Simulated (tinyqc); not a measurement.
Shape of the cross-section: round or elliptic silicon nanowire with anisotropic valleys (Ritz method).

Wire along x = [110] on a (001) wafer, y = [-110], z = [001]. Valley groups (w = inverse masses): A, two valleys along z: w_y = 1/mt, w_z = 1/ml, m_x = mt; B, four valleys in the wafer plane: w_y = (1/ml + 1/mt)/2, w_z = 1/mt, m_x = (ml + mt)/2.

Constants: hbar^2/2m0 = 3.80998211 eV angstrom^2.

Values chosen for the exercise (near those of a Si nanowire; not measured data): ml = 0.908 m0 (longitudinal mass); mt = 0.193 m0 (transverse mass); area = 25.7 nm^2 (cross-section, kept fixed); hw = 1.5 (height over mean width).

Equal area, hard walls, lowest level of -c (w_y d2/dy2 + w_z d2/dz2), c = hbar^2/2m0. Rectangle W x H with H/W = hw; ellipse with b/a = hw; trapezoid of height H, base W/0.8 and top 0.6 of the base; isosceles triangle of height H and base 2W. Ellipse, trapezoid and triangle by converged Ritz bases; 1 nm^2 = 100 angstrom^2.

Levels:

| shape | A (eV) | B (eV) | B - A (meV) |
|---|---|---|---|
| rectangle | 0.1245 | 0.1195 | -5.0 |
| ellipse | 0.1103 | 0.1099 | -0.4 |
| trapezoid | 0.1171 | 0.1213 | 4.2 |
| triangle | 0.0889 | 0.1420 | 53.1 |

W = 41.4 angstrom
H = 62.1 angstrom

What does the comparison show, and why?

For group A the order is triangle, ellipse, trapezoid, rectangle, spanning 40 %. For group B the order is ellipse, rectangle, trapezoid, triangle, spanning 29 %. The ellipse lies below the rectangle for both groups, since corners hold little of the wave function. The triangle is lowest for A, whose light mass lies across the width and gains from the wide base. The spacing B - A of the valley groups runs from -5 to 53 meV.

Run: tinyqc, `OMP_NUM_THREADS=1 python tinyqc.py 1251024 1251025 out.jsonl`; Intel(R) Xeon(R) Processor @ 2.30GHz, one thread, shared host; about 0.03 s of CPU time with all checks.
